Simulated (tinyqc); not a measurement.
Donor binding, ionisation and the Mott limit: one step of the calculation.

Hydrogenic donor: Ry = (m0 q^3/(8 eps0^2 h^2)) me/eps_r^2 in eV, E0 = cc Ry, radius a = q/(8 pi eps0 eps_r E0), Mott density Nm = (0.26/a)^3. Below Nm the level sinks as Ed = E0 [1 - (N/Nm)^(1/3)]. Neutrality: Nc F12(eta) = N/(1 + 2 exp(eta + Ed/kB T)), F12(x) = (2/sqrt(pi)) int_0^infinity sqrt(u)/(1 + exp(u - x)) du.

Task. Binding energy, radius and Mott density. The mean spacing of the donors is N^(-1/3).

Values chosen for this exercise; band and dielectric values close to those of silicon: relative permittivity eps_r = 11.8; mass in the hydrogenic formula, set independently of Nc me = 0.261 m0; ratio of the true binding energy to the hydrogenic one cc = 1; donor density N = 3.1e16 cm^-3.

Constants: q = 1.602176634e-19 C, eps0 = 8.8541878128e-12 F/m, h = 6.62607015e-34 J s, m0 = 9.1093837015e-31 kg. Results are converted to the units shown.

Wanted: Ry; E0; a; Nm; spacing over a; Ed.

Result.

Ry = 25.50 meV
E0 = 25.50 meV
a = 2.392 nm
Nm = 1.283e18 cm^-3
spacing over a = 13.31
Ed = 18.13 meV

Range of the model: A sharp level with degeneracy 2 overstates freeze-out near Nm, where the impurity band broadens and merges with the conduction band.

Computed by the program tinyqc: `OMP_NUM_THREADS=1 python tinyqc.py 2330112 2330113 out.jsonl`, one thread of a shared Intel Xeon 2.30GHz, about 0.01 s for the whole run.
